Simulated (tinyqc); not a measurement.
Inside a calculation. Method: UHF in the sto-3g basis, for H4+, spin multiplicity 2. This run ends on a higher stationary point, not on the lowest solution. Computed by tinyqc, a small Python program that keeps every step (integrals from PySCF). Settings: charge = 1, multiplicity = 2, basis = sto-3g, energy threshold = 1e-10, iteration cap = 84, orthogonalisation = symmetric, start = highest core orbitals, DIIS depth = 4, method = UHF. Command: `OMP_NUM_THREADS=1 python tinyqc.py 24863 24864 out.jsonl` (the two numbers bound the seeds that draw the settings). One thread of a shared host (Intel(R) Xeon(R) Processor @ 2.60GHz), about 0.1 s of CPU time with the checks.

Geometry (angstrom):
```
atom        x        y        z
H     0.00000  0.00000  0.00000
H     0.00000  0.00000  1.50700
H     0.00000  1.78900  0.00000
H     0.00000  1.78900  1.50700
```

Stop when the energy changes by less than 1e-10 hartree and every element of the error matrix X^T (F D S - S D F) X (for each spin) is below 3e-06.

Course of the cycle:
```
iteration  E (hartree)     change  largest element of the error matrix
1           -0.5980282          -                             1.82e-15
2           -1.4032600  -8.05e-01                             3.82e-15
3           -1.4032600  -2.66e-15                             3.23e-15
```

Can the last value be used, and what does the course show?

No, though the log alone does not show it. Converged in 3 iterations. But the solution lies 0.12655 hartree above the reference: it is another stationary point, not the lowest one. Reruns (cap 100 unless said): DIIS 8: converged in 3 to a higher stationary point; damping 0.5: converged in 35 to a higher stationary point; level shift 0.5: converged in 2 to a higher stationary point; atomic densities as start, DIIS 8: converged in 3 to a higher stationary point. PySCF UHF in the same basis, after a stability check = -1.5298117 hartree.
